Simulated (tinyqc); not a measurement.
Inside a calculation: five-level k.p model folded onto the conduction band. Values are carried at full precision from step to step, so a last printed digit may differ when a step is redone from the rounded ones.

Second-order sums for the lowest conduction level at E: 1/m = 1 + Cm + (Ep/3)(2/E + 1/(E + Dso)) - (Ep2/3)(2/(E7 + D2 - E) + 1/(E7 - E)); g/2 = 1 + Cg - (Ep/3)(1/E - 1/(E + Dso)) - (Ep2/3)(1/(E7 - E) - 1/(E7 + D2 - E)). E is counted from the top of the valence band; E = Eg at the edge.

Constants: hbar^2/2m0 = 3.80998211 eV angstrom^2.

Parameters, chosen for this exercise (near those of CdTe; not measured data):
```
symbol  value  unit        meaning
Eg      1.6    eV          gap at Gamma to the s-like level
Dso     0.91   eV          spin-orbit splitting
Ep      18.7   eV          Kane energy
E7      5.26   eV          upper Gamma7 conduction level, from the valence top
D2      0.29   eV          its spin-orbit splitting, Gamma8 above Gamma7
Ep2     2.1    eV          Kane energy to the upper levels
Cm      -0.5               remote term in 1/m
Cg      0                  remote term in g/2
k       0.064  1/angstrom  wave vector along z
```

## Mass and g factor term by term

Evaluate at E = Eg.

Terms:
```
level           part of 1/m  part of g
free + remote        0.5000     2.0000
Gamma8 valence       7.7917    -7.7917
Gamma7 valence       2.4834     4.9668
Gamma8 upper        -0.3544     0.3544
Gamma7 upper        -0.1913    -0.3825
```

m = 0.0978 m0
g = -0.853

The valence levels give 10.28 to 1/m and the upper levels take 0.55 away. In g the two valence terms nearly cancel when Dso is small against Eg; here Dso/Eg = 0.57 and they leave -2.825, the upper pair -0.028.

## The matrix at one k

For k along z and one spin sector the level c couples to four states. With c0 = hbar^2/2m0, P = sqrt(Ep c0), P2 = sqrt(Ep2 c0): diagonal Eg + (1 + Cm) c0 k^2 for c, and 0, -Dso, E7 + D2, E7 for lh, so, G8 up, G7 up (their own dispersion is left out); couplings of c: sqrt(2/3) P k to lh, sqrt(1/3) P k to so, sqrt(2/3) P2 k to G8 up, sqrt(1/3) P2 k to G7 up (phases chosen real).

Fill in the matrix.

H (eV):
```
             c       lh        so    G8 up    G7 up
c      1.60780  0.44108   0.31189  0.14781  0.10452
lh     0.44108        0         0        0        0
so     0.31189        0  -0.91000        0        0
G8 up  0.14781        0         0  5.55000        0
G7 up  0.10452        0         0        0  5.26000
```

## Exact folding onto c

Solve E = H_cc + S(E), S(E) = sum_j H_cj^2/(E - H_jj), from E = H_cc, by plain substitution and by Newton steps on E - H_cc - S(E). The weight of c in the state is Z = 1/(1 - dS/dE). The exact level is the third eigenvalue of H from below.

Iterates (eV):
```
step  substitution   Newton
0          1.60780  1.60780
1          1.75891  1.74607
2          1.74598  1.74693
3          1.74700  1.74693
4          1.74692  1.74693
5          1.74693  1.74693
6          1.74693  1.74693
7          1.74693  1.74693
```

exact level = 1.74693 eV
Z = 0.9260

Substitution multiplies the error by about dS/dE = 1 - 1/Z = -0.080 a step, so it alternates; after 7 steps it is off by 3.1e-09 eV, while Newton is within 1e-5 eV from step 2 on.

## Loewdin series

Expanding E = H_cc + S(E) about Eg in powers of k^2, with s_n = sum_j H_cj^2/(Eg - H_jj)^n: order k^2: e2 = (1 + Cm) c0 k^2 + s1; order k^4: e4 = -s2 e2; order k^6: e6 = s3 e2^2 + s2^2 e2.

Give each order and the partial sums, counted from Eg.

s1 (eV), s2 (no unit), s3 (1/eV); (1 + Cm) c0 k^2 is H_cc - Eg: 0.15183  0.09365  0.05307

e2, e4, e6 (eV): 0.15964  -0.01495  0.00275

partial sums (eV): 0.15964  0.14469  0.14744

The exact value is 0.14693 eV; the errors of the partial sums are +12.71, -2.24 and +0.51 meV.

## Checks

- Curvature of the exact level at small k against the sum for 1/m: both 10.229.

(tinyqc, `OMP_NUM_THREADS=1 python tinyqc.py 1080943 1080944 out.jsonl`, Intel(R) Xeon(R) Processor @ 2.30GHz, 1 thread, shared host, about 0.01 s.)
